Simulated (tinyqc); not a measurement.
# Inputs raised by 10 %, one at a time

Model: grain-boundary trapping model (Seto) of a polycrystalline semiconductor film. Computed by tinyqc, a small Python program. Command: `OMP_NUM_THREADS=1 python tinyqc.py 3003024 3003025 out.jsonl poly sens`. One thread of a shared host (Intel(R) Xeon(R) Processor @ 2.30GHz), about 0.01 s of CPU time with the checks.

Grains of equal size L are joined by thin boundaries with one trap level. Trapped carriers deplete a width W on each side and raise a barrier, crossed by thermionic emission. Dopants are fully ionised, statistics are non-degenerate and mu_g does not depend on T.

Inputs (values chosen for the exercise, modelled on polycrystalline germanium): permittivity eps = 16; effective mass m = 0.19 m_0; effective density of states at 300 K, N_c = 6.1e+18 1/cm^3; grain size L = 220 nm; trap density Q_t = 2.2e+12 1/cm^2; trap level E_t below the band edge = 0.21 eV; doping N = 2.9e+16 1/cm^3; mobility inside the grains mu_g = 600 cm^2/(V s); temperature T = 200 K.

Grain interior: resistance included.

Constants: k_B = 8.617333262e-05 eV/K; e = 1.602176634e-19 C; eps_0 = 8.8541878128e-12 F/m; m_0 = 9.1093837015e-31 kg; k_B = 1.380649e-23 J/K.

Method. N_c(T) = N_c (T/300 K)^(3/2). Filled traps Q = Q_t/(1 + (1/2) exp((E_t* - E_F)/k_B T)), where E_t* = e V_B - E_t and E_F are counted from the band edge at the grain centre. Partial depletion: Q = 2 N W, V_B = e N W^2/(2 eps eps_0), E_F = k_B T ln(N/N_c); solve for W. If that W would exceed L/2 the grain is fully depleted: W = L/2, Q = N L, and E_F follows from the trap equation. Centre density n_0 = N_c exp(E_F/k_B T). Boundary: sigma_b = L e^2 n_0 exp(-e V_B/k_B T)/sqrt(2 pi m k_B T); drift through the grain, depleted parts included: rho_g = [(1 - 2W/L) + (2W/L) int_0^1 exp(y^2 s^2) ds]/(e n_0 mu_g); rho = 1/sigma_b + rho_g. Mean carrier density n_av = n_0 [(1 - 2W/L) + (2W/L) (sqrt(pi)/2) erf(y)/y], y = sqrt(e V_B/k_B T); effective mobility 1/(e n_av rho).

Runs; columns: (1) input moved; (2) from; (3) to; (4) resistivity rho (ohm cm); (5) effective mobility (cm^2/(V s)); (6) barrier V_B (V); (7) mean carrier density (1/cm^3):
```
(1)                                               (2)       (3)   (4)    (5)     (6)        (7)
base run                                            -         -   509  1.149  0.1584  1.067e+16
grain size L (nm)                                 220       242   463  1.093  0.1584  1.233e+16
trap density Q_t (1/cm^2)                     2.2e+12  2.42e+12   572  1.039  0.1604  1.050e+16
trap level E_t below the band edge (eV)          0.21     0.231  1554  0.441  0.1780  9.109e+15
doping N (1/cm^3)                             2.9e+16  3.19e+16   468  1.055  0.1588  1.263e+16
effective mass m (m_0)                           0.19     0.209   525  1.114  0.1584  1.067e+16
permittivity eps                                   16      17.6   489  1.295  0.1573  9.862e+15
mobility inside the grains mu_g (cm^2/(V s))      600       660   493  1.187  0.1584  1.067e+16
```

Exponents ln(y'/y) / ln(x'/x):
```
input                               resistivity rho  effective mobility  barrier V_B  mean carrier density
grain size L                                 -0.999              -0.524        0.000                 1.523
trap density Q_t                              1.213              -1.048        0.134                -0.165
trap level E_t below the band edge           11.701             -10.044        1.226                -1.657
doping N                                     -0.885              -0.888        0.032                 1.773
effective mass m                              0.324              -0.324        0.000                 0.000
permittivity eps                             -0.437               1.261       -0.069                -0.824
mobility inside the grains mu_g              -0.347               0.347        0.000                 0.000
```

To which inputs is each result most sensitive?

Among the inputs moved here: resistivity rho answers most in size to trap level E_t below the band edge (exponent +11.701), next to trap density Q_t (+1.213). Effective mobility answers most in size to trap level E_t below the band edge (exponent -10.044), next to permittivity eps (+1.261). Barrier V_B answers most in size to trap level E_t below the band edge (exponent +1.226), next to trap density Q_t (+0.134); its exponent is below 0.0005 for grain size L, effective mass m, mobility inside the grains mu_g. Its exponent 0.000 in grain size L: partial depletion. Mean carrier density answers most in size to doping N (exponent +1.773), next to trap level E_t below the band edge (-1.657); its exponent is below 0.0005 for effective mass m, mobility inside the grains mu_g.
